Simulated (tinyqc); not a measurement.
Gate-all-around wire, scale length and short-channel effects: two steps of the calculation.

A round wire of diameter ts in an insulator shell of thickness ti under a surrounding gate. Below threshold the potential that source and drain add obeys Laplace's equation and vanishes on the gate. Its lowest mode decays along the channel as exp(-k y); k is the smallest positive root of the matching condition at the interface, and the scale length is Lambda = pi/k.

Parameters, values chosen for the exercise; permittivities: semiconductor close to that of silicon, insulator close to that of zirconium oxide: relative permittivity of the semiconductor eps_r = 11.7; relative permittivity of the insulator ei = 25; insulator thickness ti = 2.4 nm; wire diameter ts = 7.6 nm.

Task 1. Scan of the matching condition. f(k) = ei J0(u)[J1(u) Y0(v) - Y1(u) J0(v)] - eps_r J1(u)[J0(u) Y0(v) - Y0(u) J0(v)], u = k ts/2, v = u + k ti.

```
point,k (1/nm)
0,0.0875
1,0.175
2,0.2625
3,0.35
4,0.4375
5,0.525
6,0.6125
7,0.7
```

Wanted: f(k).

Result 1.

```
point,f(k)
0,45.083
1,18.656
2,8.718
3,3.462
4,0.552
5,-0.859
6,-1.255
7,-1.008
```

The first change of sign lies between k = 0.4375 and 0.525 1/nm.

Task 2. Scale length against simple estimates. Lambda = pi/k and l = 1/k. A parabolic potential across the structure gives l(parabolic) = sqrt([2 eps_r ts^2 ln(1 + 2 ti/ts) + ei ts^2]/(16 ei)).

k = 0.46358107 1/nm

Give: Lambda; l; l(parabolic).

Result 2.

Lambda = 6.777 nm
l = 2.157 nm
l(parabolic) = 2.294 nm

tinyqc, about 0.01 s, one thread, Intel Xeon 2.30GHz (shared host): `OMP_NUM_THREADS=1 python tinyqc.py 2420089 2420090 out.jsonl`
